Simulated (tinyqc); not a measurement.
# Worked calculation: off-state leakage of single and stacked transistors

Program tinyqc, `OMP_NUM_THREADS=1 python tinyqc.py 2242127 2242128 out.jsonl`; Intel Xeon 2.30GHz, shared host, one thread, about 0.03 s. Printed values are rounded.

n-channel devices of unit width. Subthreshold current I(Vg, Vs, Vd) = I0 (T/300 K)^0.5 exp[(Vg - Vs - VT(T) - gb (Vs - Vb) + dd (Vd - Vs))/(nf Vt)] (1 - exp(-(Vd - Vs)/Vt)), VT(T) = VT - cT (T - 300 K). Gate-edge tunnelling Ig (Vd/1 V) exp(ag (Vd - 1 V)), for a gate at 0 V, and band-to-band leakage Ab u exp(-Bb/u), u = Vd - Vb + 1 V, flow at a drain held at V; both are taken as independent of T. In a stack of off transistors (all gates at 0 V) the same subthreshold current passes through each.

Inputs (values chosen for the exercise); values of the order met in bulk silicon logic transistors:
```
symbol,value,unit,meaning
T,358,K,temperature
V,0.8,V,supply voltage
VT,0.47,V,"threshold at 300 K, zero drain and body bias"
cT,0.9,mV/K,fall of the threshold with temperature
I0,0.16,uA/um,current at threshold at 300 K
nf,1.38,,slope factor
dd,0.1,,drain-induced lowering per volt
gb,0.17,,rise of the threshold per volt of source-body bias
Ig,5e-5,uA/um,gate-edge tunnelling current at 1 V
ag,4.1,1/V,exponential slope of the gate current
Ab,20,uA/(um V),prefactor of band-to-band leakage at the drain
Bb,19,V,its exponential voltage
Vb,-0.6,V,body voltage
```

Constants: q = 1.602176634e-19 C, kB = 1.380649e-23 J/K, Vt = kB T/q. Results are converted to the units shown.

## Leakage of one transistor

Vg = Vs = 0, Vd = V; effective threshold VT(T) - gb Vb - dd V.

effective threshold = 0.4398 V
parts (nA/um): subthreshold 0.00570208, gate edge 0.0176173, band-to-band 17.5016
total = 17.5249 nA/um
shares (%): subthreshold 0.0325371, gate edge 0.100527, band-to-band 99.8669

The band-to-band part is the largest.

## Starting value

Vx = dd V/(1 + gb + 2 dd), the solution for Vx well above Vt, rounded to three decimals.

Vx at the start = 0.058 V

## Iteration 1: new Vx

Stack of two, Vx the node between them: I_low = I(0, 0, Vx), I_up = I(0, Vx, V), f = ln(I_up/I_low), f' = -(1 + gb + 2 dd)/(nf Vt) - 1/(Vt (exp(Vx/Vt) - 1)) - 1/(Vt (exp((V - Vx)/Vt) - 1)), Vx(new) = Vx - f/f'.

I_low = 8.45680e-4 nA/um
I_up = 0.00101069 nA/um
f = 0.178244
f' = -38.0164 1/V
Vx after iteration 1 = 0.0626886 V

## Iteration 2: new Vx

As before.

I_low = 8.76752e-4 nA/um
I_up = 8.78766e-4 nA/um
f = 0.00229487
f' = -37.0693 1/V
Vx after iteration 2 = 0.0627505 V

## Iteration 3: new Vx

As before.

I_low = 8.77144e-4 nA/um
I_up = 8.77145e-4 nA/um
f = 3.49212e-7
f' = -37.0581 1/V
Vx after iteration 3 = 0.0627505 V

## Course of the iteration

Stop when the step is below 1e-11 V, or after 40 iterations.

Course of the iteration:
```
iteration  Vx before the step (V)  step (V)
1                           0.058   4.69e-3
2                       0.0626886   6.19e-5
3                       0.0627505   9.42e-9
4                       0.0627505   < 1e-15
```

Converged in 4 iterations. The subthreshold current of the stack is 8.771e-4 nA/um, 6.50 times less than that of one transistor (the drain leakage is unchanged); the estimate exp[dd V (1 + gb + dd)/((1 + gb + 2 dd) nf Vt)] gives 5.71.
